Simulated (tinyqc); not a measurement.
Against doping: dopants and charged point defects at anneal temperature: Fermi-level effect, clustering and pairing. Computed by tinyqc, a small Python program. Command: `OMP_NUM_THREADS=1 python tinyqc.py 3008287 3008288 out.jsonl pairing walk`. One thread of a shared host (Intel(R) Xeon(R) Processor @ 2.30GHz), about 0.02 s of CPU time with the checks.

Boltzmann statistics and full ionisation of active dopants. Energies are counted from the valence band; the defect (a vacancy or self-interstitial) has five charge states, with all degeneracy factors one.

Inputs (values chosen for the exercise, with bands modelled on germanium):

| quantity | value | unit |
|---|---|---|
| gap at 0 K E_g0 | 0.746 | eV |
| Varshni alpha | 0.000473 | eV/K |
| Varshni beta | 235 | K |
| electron mass m_e | 0.211 | m_0 |
| valleys M_c | 4 | - |
| hole mass m_h | 0.351 | m_0 |
| anneal temperature T | 800 | K |
| total dopant density N | 3e+20 | cm^-3 |
| formation enthalpy of the neutral defect H_f | 2.84 | eV |
| formation entropy S_f | 8.2 | k_B |
| site density N_s | 4.1e+22 | cm^-3 |
| dopant atoms per cluster k | 4 | - |
| cluster binding energy E_b | 1.61 | eV |

Dopant: acceptor. Second part: clustering of the dopant.

defect levels as fractions of E_g(T): (2+/+), (+/0), (0/-), (-/2-): 0.03  0.14  0.7  0.94

Constants: m_0 = 9.1093837015e-31 kg; k_B = 1.380649e-23 J/K; h = 6.62607015e-34 J s; k_B = 8.617333262e-05 eV/K.

Method:
- E_g = E_g0 - alpha T^2/(T + beta).
- N_c = 2 M_c (2 pi m_e k_B T/h^2)^(3/2) and N_v = 2 (2 pi m_h k_B T/h^2)^(3/2), masses in units of m_0.
- n_i = sqrt(N_c N_v) exp(-E_g/2 k_B T); E_i = E_g/2 + (k_B T/2) ln(N_v/N_c).
- p = A/2 + sqrt(A^2/4 + n_i^2) for an active density A.
- k ionised dopants and k carriers form one neutral cluster: C = N_s (A/N_s)^k (p/N_b)^k exp(E_b/k_B T), N_b the effective density of states of the majority band, and N = A + k C (60 bisections in ln A between ln N - 90 and ln N).
- chi = n/n_i (for acceptors n_i/p); E_F = E_i + k_B T ln chi; field enhancement h = 1 + A/sqrt(A^2 + 4 n_i^2).
- C_0 = N_s exp(S_f/k_B) exp(-H_f/k_B T). Ratios to the neutral state at E_F = E_i: r_+ = exp((E(+/0) - E_i)/k_B T), r_2+ = r_+ exp((E(2+/+) - E_i)/k_B T), r_- = exp((E_i - E(0/-))/k_B T), r_2- = r_- exp((E_i - E(-/2-))/k_B T); at other E_F state q scales as chi^(-q). The enhancement is sum r_q chi^(-q)/sum r_q. The charge on the defects is left out of neutrality.
- chi = n/n_i; h = 1 + A/sqrt(A^2 + 4 n_i^2); the dopant diffusivity over its intrinsic value is D/D_i = enhancement x h x A/N, if every charge state carries the dopant equally well.

E_g = 0.453517 eV

k_B T = 0.0689387 eV

n_i = 1.15673e+18 cm^-3

E_i = 0.205287 eV

effective density of states N_b of the majority band = 2.27241e+19 cm^-3

neutral defects C_0 = 1.91772e+08 cm^-3

Charge states:

| state | ratio r | intrinsic (cm^-3) | doped (cm^-3) |
|---|---|---|---|
| 2+ | 0.00793 | 1.52045e+06 | 6.26526e+08 |
| + | 0.12786 | 2.45198e+07 | 4.97736e+08 |
| 0 | 1.00000 | 1.91772e+08 | 1.91772e+08 |
| - | 0.19649 | 3.76807e+07 | 1.85625e+06 |
| 2- | 0.00796 | 1.52673e+06 | 3.70508e+03 |

Trend at the anneal temperature:

| N (cm^-3) | active A (cm^-3) | chi | defect enhancement | mean charge | D/D_i |
|---|---|---|---|---|---|
| 3.50e+16 | 3.5000e+16 | 0.98499 | 0.9993 | -4.6916e-02 | 1.0144 |
| 1.20e+17 | 1.2000e+17 | 0.94947 | 0.9977 | -3.6390e-02 | 1.0494 |
| 4.00e+17 | 4.0000e+17 | 0.84194 | 0.9954 | -1.8613e-03 | 1.1650 |
| 1.30e+18 | 1.3000e+18 | 0.58514 | 1.0143 | 1.0623e-01 | 1.5111 |
| 4.60e+18 | 4.5992e+18 | 0.23734 | 1.2882 | 4.4754e-01 | 2.4387 |
| 1.50e+19 | 1.2779e+19 | 0.08979 | 2.5557 | 9.8483e-01 | 4.3199 |
| 5.20e+19 | 1.8009e+19 | 0.06397 | 3.6926 | 1.1844e+00 | 2.5473 |
| 1.80e+20 | 2.1839e+19 | 0.05282 | 4.6807 | 1.2903e+00 | 1.1327 |
| 6.00e+20 | 2.5669e+19 | 0.04497 | 5.7991 | 1.3734e+00 | 0.4952 |

Well below n_i = 1.16e18 cm^-3 chi and the enhancement are near 1. At any doping d ln(enhancement)/d ln chi equals minus the mean charge, which goes from -0.05 to +1.37 over the rows. Clustering bends A over: its exponent in N falls to 0.13, towards 1/(2k) = 0.125, and D/D_i peaks at N = 1.5e19 cm^-3. Rows with carriers above N_b lie beyond Boltzmann statistics. Caution: the carrier density exceeds the effective density of states, where Boltzmann statistics understate the shift of E_F and so the density of charged defects (gap narrowing, also left out, works the other way).

Extremes, crossings and ranges named in words are read from the listed rows.
